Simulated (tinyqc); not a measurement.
Inside a calculation. Method: tight binding, honeycomb lattice. One step of it, computed by the program tinyqc.

Question. Levels at k. Diagonalise the Hermitian matrix.

H(k) at k (eV), order A, B:
$$\begin{pmatrix}
-0.326569 & -1.628788-2.825289i \\
-1.628788+2.825289i & -0.326569
\end{pmatrix}$$

Give: eigenvalues; weights |c|^2 of the basis functions.

Answer.

eigenvalues (eV): [-3.5877, 2.9346]

weights |c|^2 of the basis functions, order A, B:
$$\begin{pmatrix}
0.5000 & 0.5000 \\
0.5000 & 0.5000
\end{pmatrix}$$
